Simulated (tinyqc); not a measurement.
# Energy and delay of logic against supply voltage, step by step

Computed by the program tinyqc: `OMP_NUM_THREADS=1 python tinyqc.py 2082083 2082084 out.jsonl`, one thread of a shared Intel Xeon 2.30GHz, about 0.01 s for the whole run. Printed values are rounded.

One expression serves below and above threshold: I(Vg) = Ik [ln(1 + exp((Vg - VT + dd V)/(al nf Vt)))]^al, with I_on = I(V) and I_off = I(0). Gate delay td = kd C V/I_on, clock period LD td. Per gate and cycle the switching energy is act C V^2 and the leakage energy I_off V LD td. No short-circuit current, no variation. Minima are sought above 0.09 V; below a few Vt gates no longer switch and the model has no meaning.

Inputs (values chosen for the exercise); values of the order met in logic technologies: temperature T = 300 K; threshold voltage at zero drain bias VT = 0.45 V; slope factor nf = 1.38; barrier lowering per volt of supply dd = 0.08; specific current of a gate Ik = 2.1 uA; exponent of the current law al = 1.79; load capacitance of a gate C = 1 fF; delay factor kd = 1.1; logic depth LD = 16; activity factor act = 0.2; supply voltage V = 1.06 V.

Constants: q = 1.602176634e-19 C, kB = 1.380649e-23 J/K, Vt = kB T/q. Results are converted to the units shown.

## Currents, delay and energies

I_on, I_off, td, clock frequency 1/(LD td), both energies and their sum.

I_on = 150.590 uA
I_off = 0.0750287 nA
td = 7.74290 ps
clock frequency = 8.07191 GHz
switching energy = 224.720 aJ
leakage energy = 0.00985274 aJ
energy = 224.730 aJ

I_on/I_off = 2.01e6; leakage makes up 0.00438 % of the energy.

## Starting value

V = 0.24 V.

V at the start = 0.24 V

## Iteration 1: new V

Minimum-energy supply: E(V) is the energy per gate and cycle; with h = 0.001 V, E' = (E(V + h) - E(V - h))/(2 h), E'' = (E(V - h) - 2 E(V) + E(V + h))/h^2, V(new) = V - E'/E''.

E' = 71.9534 aJ/V
E'' = 827.100 aJ/V^2
V after iteration 1 = 0.153005 V

## Iteration 2: new V

As before.

E' = -23.1817 aJ/V
E'' = 1176.72 aJ/V^2
V after iteration 2 = 0.172705 V

## Iteration 3: new V

As before.

E' = 0.956237 aJ/V
E'' = 1239.38 aJ/V^2
V after iteration 3 = 0.171934 V

## Course of the iteration

Stop when the step is below 1e-9 V, or after 40 iterations.

Course of the iteration:
```
iteration,V before the step (V),step (V)
1,0.24,-0.0870
2,0.153005,0.0197
3,0.172705,-7.72e-4
4,0.171934,3.13e-7
5,0.171934,7.85e-12
```

Converged in 5 iterations. There leakage makes up 41.9 % of the energy and the clock runs at 0.415 MHz.
